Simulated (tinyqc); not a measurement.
Inside a calculation. Model: equilibrium crystal shape, supported particles, Gibbs-Thomson effect and coarsening. Computed by tinyqc, a small Python program that keeps every step. Command: `OMP_NUM_THREADS=1 python tinyqc.py 3022408 3022409 out.jsonl wulff walk`. One thread of a shared host (Intel(R) Xeon(R) Processor @ 2.30GHz), about 0.06 s of CPU time with the checks. Intermediate numbers are printed to about 7 digits and carried at full precision; extremes and crossings named in words are read from the listed rows.

A cubic crystal bounded by {100}, {110} and {111} facets only.

Inputs (values chosen for the exercise, for a model metal):
```
quantity                                value      unit
lattice constant a                       3.73  angstrom
first-neighbour bond energy e1          0.253        eV
second-neighbour bond energy e2          0.15        eV
atoms in the particle N                160000         -
work of adhesion W_a                      1.6     J/m^2
temperature T                             700         K
precipitate interface energy gamma_i     0.46     J/m^2
solubility x_inf at a flat interface  3.3e-05         -
diffusivity D                           1e-19     m^2/s
mean radius at the start r0                10        nm
time t                                    170         s
```

Surface energies: broken bonds, fcc.

Constants: 1 eV/angstrom^2 = 16.02176634 J/m^2; e = 1.602176634e-19 C; k_B = 8.617333262e-05 eV/K; k_B = 1.380649e-23 J/K.

## Surface energies from broken bonds

A cut with normal n breaks sum_R |R.n|/(2 Omega) bonds per area (R over all neighbours of a shell) and makes two surfaces: gamma = sum over shells e_s sum_R |R.n|/(4 Omega). fcc: 12 neighbours a/2 (1,1,0), 6 at a (1,0,0), Omega = a^3/4.

gamma (J/m^2): (100) 1.510868, (110) 1.724661, (111) 1.607639

Omega = 12.97378 angstrom^3

The lowest energy belongs to (100).

## The Wulff shape

Wulff construction: the facet planes lie at distances lambda gamma from the centre, and the shape is the region inside all of them; V = (1/3) sum of area x distance. gamma_mean = sum A gamma / sum A; shape factor eta = A/V^(2/3) (4.836 for a sphere). lambda follows from V = N Omega.

area fractions: {100} 0.4421380, {110} 0.1819667, {111} 0.3758953

gamma_mean = 1.586147 J/m^2

shape factor eta = 5.121326

distances of the planes from the centre (nm): {100} 7.117883, {110} 8.125086, {111} 7.573780

surface energy per atom = 0.05156477 eV

Present: {100}, {110}, {111}.

## Chemical potential of the particle

For the Wulff shape mu - mu(bulk) = 2 Omega gamma/h, with gamma and h = lambda gamma the energy and distance of any one facet plane, here (111); the vapour pressure rises by exp[(mu - mu(bulk))/(k_B T)].

mu - mu(bulk) = 34.37651 meV

pressure ratio = 1.768072

This is 2/3 of the surface energy per atom (0.6667), since the total surface energy goes as N^(2/3).

## The particle on a substrate

Winterbottom: the particle sits on its largest facet family, {100}, with energy gamma_f; the substrate plane cuts the shape at the distance lambda (gamma_f - W_a) below the centre. Height over that of the free particle at the same lambda = (2 gamma_f - W_a)/(2 gamma_f). An isotropic particle with gamma_mean has cos(theta) = W_a/gamma_mean - 1 (Young-Dupre); a film dewets into particles whenever W_a < 2 gamma.

relative height = 0.4705031

contact angle theta = 89.49958 degrees

W_a exceeds gamma_f: the cut passes above the centre and less than half of the shape shows.

## Gibbs-Thomson solubility and coarsening

Spherical precipitates of nearly pure solute with atomic volume Omega: x(r) = x_inf exp(l/r), l = 2 gamma_i Omega/(k_B T). Diffusion-limited coarsening at small volume fraction (Lifshitz-Slyozov-Wagner): r^3 = r0^3 + K t, K = (4/9) D x_inf l; the number density falls as (r0/r)^3. The steady size distribution is assumed from the start, and D and x_inf are inputs that do not follow T.

capillary length l = 1.235017 nm

x(r0)/x_inf = 1.131452

rate constant K = 1.811359e-06 nm^3/s

mean radius at t = 10.00000 nm

number density over its start = 0.9999997

The time to double the radius is 7 r0^3/K = 3.9e9 s; t is 4.4e-8 times that.

## Shape against the ratio gamma(100)/gamma(111)

Wulff construction: the facet planes lie at distances lambda gamma from the centre, and the shape is the region inside all of them; V = (1/3) sum of area x distance. gamma_mean = sum A gamma / sum A; shape factor eta = A/V^(2/3) (4.836 for a sphere). gamma(110)/gamma(111) is held at the value of this crystal.

Area fractions:
```
gamma(100)/gamma(111)     {100}      {110}      {111}       eta
0.550                  1.000000  0.0000000  0.0000000  6.000000
0.564                  1.000000  0.0000000  0.0000000  6.000000
0.677                  0.941291  0.0000000  0.0587086  5.808464
0.799                  0.726415  0.0458667  0.2277182  5.399449
0.940                  0.441821  0.1821357  0.3760431  5.121163
1.050                  0.286903  0.2726101  0.4404873  5.081614
1.220                  0.121167  0.4001770  0.4786559  5.140115
1.750                  0.000000  0.5369335  0.4630665  5.283117
```

{100} holds 100 % of the area in the first row and 0 % in the last; without {110} the limits are a cube below 1/sqrt(3) = 0.577 and an octahedron above sqrt(3) = 1.732. The roundest shape among these rows (eta = 5.082) is at the ratio 1.05; {110} shows in 5 rows.

Checks made by the program: volume against one third of area times distance (relative difference below 1e-10).
